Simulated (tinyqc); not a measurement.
Electron mobility of a polar semiconductor by Rode's iterative solution of the Boltzmann equation: one step, computed by the program tinyqc. Command: `OMP_NUM_THREADS=1 python tinyqc.py 3003057 3003058 out.jsonl rode walk`. One thread of a shared host (Intel(R) Xeon(R) Processor @ 2.30GHz), about 0.01 s of CPU time with the checks.

The distribution is f(E) + e F l(E) (-df/dE) cos(theta) for a weak field F, theta counted from the force; l(E) is a mean free path. Elastic processes enter by their momentum rate, polar optical phonons by out- and in-scattering terms. One valley only: where upper valleys lie close, measured mobilities are lower. The density n is prescribed, even where a narrow-gap material would have more intrinsic carriers.

Question. Rates on one ladder of the grid. Kane band: hbar^2 k^2/(2 m) = E (1 + alpha E), speed v = hbar k/(m (1 + 2 alpha E)), states per spin, volume and energy g(E) = m k (1 + 2 alpha E)/(2 pi^2 hbar^2); overlap factors are set to 1. Masses are multiplied by m_0 and all formulas are in SI units. Phonon occupation N_q = 1/(exp(hbar w/(k_B T)) - 1). Acoustic deformation potential (elastic, equipartition, absorption and emission together): 1/tau = 2 pi k_B T D_A^2 g(E)/(hbar rho v_l^2). Piezoelectric (elastic, unscreened, momentum relaxation): 1/tau = e^2 K^2 k_B T m (1 + 2 alpha E)/(2 pi eps_s eps_0 hbar^3 k), with alpha = 0 for a parabolic band. Singly charged impurities, momentum relaxation: 1/tau = N_I e^4 m (1 + 2 alpha E) Phi/(8 pi (eps_s eps_0)^2 hbar^3 k^3), with alpha = 0 for a parabolic band. Brooks-Herring: Phi = ln(1 + b) - b/(1 + b), b = 4 k^2 L_s^2. Polar optical, unscreened: W = e^2 w (1/eps_inf - 1/eps_s) m (1 + 2 alpha E') ln|(k + k')/(k - k')| / (4 pi eps_0 hbar^2 k), times N_q for absorption (E' = E + hbar w) and N_q + 1 for emission (E' = E - hbar w > 0), with alpha = 0 for a parabolic band; mean cosine of the angle <cos> = (k^2 + k'^2)/(2 k k') - 1/ln|(k + k')/(k - k')|. Energy grid E_j = (j + 1/2) hbar w/s, j = 0, 1, ..., up to (max(eta, 0) + 18) k_B T, so that E_j +/- hbar w are grid points; l = 0 beyond the grid; integrals are sums times the spacing. With f' = f(E'): out-scattering S_o = sum over absorption and emission of W (1 - f')/(1 - f); nu = sum of elastic rates; the in-scattering weights are c+ = W_abs <cos> (1 - f')/(1 - f) for E' = E + hbar w and c- likewise for emission.

Inputs (values chosen for the exercise, modelled on InAs):

| quantity | value | unit |
|---|---|---|
| effective mass m | 0.0225 | m_0 |
| non-parabolicity alpha | 2.1 | 1/eV |
| static permittivity eps_s | 15.1 | - |
| high-frequency permittivity eps_inf | 12.3 | - |
| density rho | 5680 | kg/m^3 |
| sound velocity v_l | 4240 | m/s |
| acoustic deformation potential D_A | 6 | eV |
| optical phonon energy hbar w | 30.1 | meV |
| piezoelectric coupling K | 0.018 | - |
| temperature T | 200 | K |
| grid points per phonon energy s | 8 | - |

Band: Kane. Elastic processes: acoustic, piezoelectric, impurity.

reduced Fermi level eta = -4.981163

ionised impurity density N_I = 5.750649e+14 1/cm^3

screening length L_s = 200.1014 nm

Constants: k_B = 8.617333262e-05 eV/K; k_B = 1.380649e-23 J/K; e = 1.602176634e-19 C; hbar = 1.054571817e-34 J s; m_0 = 9.1093837015e-31 kg; eps_0 = 8.8541878128e-12 F/m; hbar = 6.582119569e-16 eV s.

Give: Points j = s/2, s/2 + s, ... (the first seven rungs, or as many as the grid holds), rates in 1e12/s.

Answer.

Points j = s/2, s/2 + s, ... (the first seven rungs, or as many as the grid holds), rates in 1e12/s:

| E (meV) | v (m/s) | nu | S_o | c+ | c- |
|---|---|---|---|---|---|
| 16.9 | 4.888e+05 | 0.1163 | 0.973 | 0.3883 | 0.000 |
| 47.0 | 7.506e+05 | 0.0572 | 3.828 | 0.5000 | 1.155 |
| 77.1 | 8.941e+05 | 0.0580 | 4.593 | 0.5440 | 1.968 |
| 107.2 | 9.881e+05 | 0.0670 | 4.878 | 0.5708 | 2.352 |
| 137.3 | 1.055e+06 | 0.0792 | 5.052 | 0.5907 | 2.594 |
| 167.4 | 1.104e+06 | 0.0934 | 5.184 | 0.6072 | 2.773 |
| 197.5 | 1.142e+06 | 0.1092 | 5.296 | 0.6215 | 2.917 |

Points one phonon energy apart are coupled only to each other, so the grid falls into s independent ladders.
